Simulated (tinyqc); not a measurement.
## Charge needed for a dipole step

Two sheets of opposite charge dd apart with permittivity ei give the step D = q N dd/(eps0 ei).

Inputs (values chosen for the exercise): relative permittivity inside the dipole layer ei = 3; thickness of the dipole layer dd = 0.25 nm.

Constants: q = 1.602176634e-19 C, eps0 = 8.8541878128e-14 F/cm where lengths are in cm. Results are converted to the units shown.

Result of one run:

| N (cm^-2) | D (V) | field (MV/cm) | moment (debye/nm^2, 1 D = 3.33564e-30 C m) |
|---|---|---|---|
| 2.7e12 | 0.04071 | 1.629 | 0.3242 |

What becomes of these results when the charge in each sheet N is changed from 2.7e12 to 2.9e14 cm^-2, all else the same?

Result of the changed run:

| N (cm^-2) | D (V) | field (MV/cm) | moment (debye/nm^2, 1 D = 3.33564e-30 C m) |
|---|---|---|---|
| 2.9e14 | 4.373 | 174.9 | 34.82 |

The whole series:

| N (cm^-2) | D (V) | field (MV/cm) | moment (debye/nm^2, 1 D = 3.33564e-30 C m) |
|---|---|---|---|
| 1e12 | 0.01508 | 0.6032 | 0.1201 |
| 2.7e12 | 0.04071 | 1.629 | 0.3242 |
| 6.8e12 | 0.1025 | 4.102 | 0.8165 |
| 1.7e13 | 0.2563 | 10.25 | 2.041 |
| 4.5e13 | 0.6786 | 27.14 | 5.404 |
| 1.1e14 | 1.659 | 66.35 | 13.21 |
| 2.9e14 | 4.373 | 174.9 | 34.82 |

D is proportional to N, 0.1 V for 6.63e12 cm^-2. The same sheet as an uncompensated charge under 1 nm of a dielectric of permittivity 3.9 would shift the flat band by 0.308 V, and that shift would grow with thickness, which a dipole step does not. For N = 4.5e13, 1.1e14, 2.9e14 the field exceeds 20 MV/cm; it acts over one bond length, where the sheet picture is only a bookkeeping device.

Numbers from tinyqc (`OMP_NUM_THREADS=1 python tinyqc.py 2410134 2410135 out.jsonl`; about 0.01 s on one thread of a shared Intel Xeon 2.30GHz).
